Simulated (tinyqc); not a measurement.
From results back to parameters: sp3s* tight binding. Two cases, with inputs chosen for the exercise.

Problem. Without spin-orbit coupling the s levels at Gamma are the roots of [[Esa, Vss], [Vss, Esc]], the p levels those of [[Epa, Vxx], [Vxx, Epc]], and the doubly degenerate valence level at X is the lower root of [[Epa, Vxy], [Vxy, Epc]]. The atomic differences are given; the levels below come from hidden parameters.

Case 1.

Values chosen (out of a larger set: near a published set for GaAs, fitted to gaps, whose masses and valley positions are rough; spin-orbit coupling, where it is added without a refit, lifts the valence top and shrinks all gaps by about a third of the splitting; not measured data): dEs = 5.705 eV (Esc - Esa); dEp = 2.593 eV (Epc - Epa).

s levels at Gamma (eV): -12.59757  1.54057

p levels at Gamma (eV): 0.00433  4.68267

valence level X5 = -2.85962 eV

Case 2.

Values chosen (out of a larger set: near a published set for GaAs, fitted to gaps, whose masses and valley positions are rough; not measured data): dEs = 5.741 eV (Esc - Esa); dEp = 2.647 eV (Epc - Epa).

s levels at Gamma (eV): -12.58436  1.51536

p levels at Gamma (eV): 0.00698  4.73202

valence level X5 = -2.87717 eV

Find: Esa, Esc, Epa, Epc; |Vss|, |Vxx|, |Vxy|.

Solution. The mean of a pair of roots is the mean of the two levels, which with the given difference fixes both; half the splitting, squared, less a quarter of the squared difference is V^2. At X the lower root lies sqrt((dEp/2)^2 + Vxy^2) below the mean p level.

Case 1.

Esa, Esc, Epa, Epc (eV): -8.381  -2.676  1.047  3.640

|Vss|, |Vxx|, |Vxy| (eV): 6.468  1.947  5.039

Case 2.

Esa, Esc, Epa, Epc (eV): -8.405  -2.664  1.046  3.693

|Vss|, |Vxx|, |Vxy| (eV): 6.439  1.957  5.077

Computed by tinyqc, one run a case: `OMP_NUM_THREADS=1 python tinyqc.py N N+1 out.jsonl` with N = 1451534, 1451585; one thread of a shared Intel(R) Xeon(R) Processor @ 2.30GHz, about 0.1 s a run at most.
